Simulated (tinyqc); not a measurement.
Worked calculation: CIS and TDHF on RHF in the sto-6g basis, frozen core, for BeH+, spin multiplicity 1. One step of it, computed by the program tinyqc.

Problem. TDHF (RPA) singlet states. B(ia,jb) = 2 (ia|jb) - (ib|ja); the squared energies are the eigenvalues of (A - B)(A + B); 1 hartree = 27.211386 eV.

CIS matrix A, singlet (hartree), lower triangle:
```
           2>3       2>4       2>5       2>6
2>3   0.231914
2>4   0.000000  0.321574
2>5   0.000000  0.000000  0.321574
2>6  -0.030893  0.000000  0.000000  0.900124
```

Two-electron integrals over orbitals (pq|rs), unique and non-zero (hartree); the lowest 1 orbital is frozen and left out:
```
(22|22) 0.556637    (32|22) -0.064068   (32|32) 0.027583    (33|22) 0.320863
(33|32) 0.024126    (33|33) 0.478310    (42|42) 0.042431    (43|42) 0.029806
(43|43) 0.053088    (44|22) 0.377357    (44|32) 0.014000    (44|33) 0.402177
(44|44) 0.450117    (52|52) 0.042431    (53|52) 0.029806    (53|53) 0.053088
(54|54) 0.024258    (55|22) 0.377357    (55|32) 0.014000    (55|33) 0.402177
(55|44) 0.401601    (55|55) 0.450117    (62|22) 0.078103    (62|32) -0.043638
(62|33) -0.027273   (62|44) -0.045507   (62|55) -0.045507   (62|62) 0.122767
(63|22) -0.056383   (63|32) 0.022440    (63|33) 0.057296    (63|44) 0.011855
(63|55) 0.011855    (63|62) -0.041732   (63|63) 0.043030    (64|42) -0.030704
(64|43) -0.016780   (64|64) 0.027950    (65|52) -0.030704   (65|53) -0.016780
(65|65) 0.027950    (66|22) 0.544834    (66|32) -0.060025   (66|33) 0.353186
(66|44) 0.381835    (66|55) 0.381835    (66|62) 0.104371    (66|63) -0.051960
(66|66) 0.576958
```

Give: TDHF matrix B, singlet; squared energies w^2; TDHF energies from the positive w^2.

Solution.

TDHF matrix B, singlet (hartree), lower triangle:
```
         2>3     2>4     2>5     2>6
2>3   0.0276
2>4   0.0000  0.0424
2>5   0.0000  0.0000  0.0424
2>6  -0.0436  0.0000  0.0000  0.1228
```

squared energies w^2 (hartree^2): 0.0519  0.1016  0.1016  0.7944

TDHF energies from the positive w^2 (eV): 6.1999  8.6740  8.6740  24.2527
